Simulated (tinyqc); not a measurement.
Series resistance and length offset from two lengths at two overdrives.

Question. In strong inversion R W = Rsd + k(x)(L - dL), k(x) = (1 + th1 x)/(mu0 Cox x), x the overdrive, Cox = eps0 eox/tox, with Rsd and dL independent of x. Find dL, Rsd, mu0 and th1.

Values chosen for this exercise: relative permittivity of the gate insulator (close to zirconium oxide) eox = 25.5; insulator thickness tox = 17 nm.

Constants: eps0 = 8.8541878128e-14 F/cm where lengths are in cm. Results are converted to the units shown.

total resistance times width (ohm um):

|  | L = 0.054 um | L = 0.78 um |
|---|---|---|
| overdrive 0.57 V | 388.631964 | 2401.56808 |
| overdrive 1.05 V | 327.013479 | 1445.24919 |

Answer. At each overdrive R W is a straight line in L; the two lines cross at L = dL, R W = Rsd. Their slopes give k x = (1 + th1 x)/(mu0 Cox), a straight line in x.

dL = 0.004000 um
Rsd = 250.0 ohm um
mu0 = 490.0 cm^2/(V s)
th1 = 0.05000 1/V

Program tinyqc, `OMP_NUM_THREADS=1 python tinyqc.py 2210093 2210094 out.jsonl`; Intel Xeon 2.30GHz, shared host, one thread, about 0.01 s.
